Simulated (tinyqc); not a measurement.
Segment and feed resistance from two drops.

Question. A rail is fed at one end through Rq; K loads of Ij follow, each after a segment Rs. The drop at load j is K Ij Rq + Rs Ij sum_(l=1..j) (K - l + 1). Find Rs, Rq and the worst drop, at the middle, if the rail were fed through Rq at both ends: K Ij Rq/2 + Rs Ij K^2/8 with the load taken as continuous.

Values chosen for this exercise: number of equal loads K = 7; current of each load Ij = 0.62 mA.

drops at the first and at the last load (mV): [6.6836000, 15.276800]

Solution. The difference of the two drops is Rs Ij K (K - 1)/2, which gives Rs; the first drop then gives Rq.

Rs = 0.660 ohm
Rq = 0.880 ohm
drop at the middle with two feeds = 4.42 mV

Computed by the program tinyqc: `OMP_NUM_THREADS=1 python tinyqc.py 2770130 2770131 out.jsonl`, one thread of a shared Intel Xeon 2.30GHz, about 0.3 s for the whole run.
